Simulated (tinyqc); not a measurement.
## Gap and voltage scale from two read currents

Problem. I = I0 exp(-g/g0) sinh(Vd/V0) at a fixed gap. Find V0 and g.

Values chosen for this exercise: current scale I0 = 0.2 mA; tunnelling length g0 = 0.27 nm.

I at Vd = 0.1 and 0.5 V (uA): 0.21754602  1.4539878

Solution. The ratio of the currents depends on V0 alone and falls steadily as V0 grows; either current then gives g.

V0 = 0.3600 V
g = 1.500 nm

tinyqc, about 0.05 s, one thread, Intel Xeon 2.30GHz (shared host): `OMP_NUM_THREADS=1 python tinyqc.py 2880062 2880063 out.jsonl`
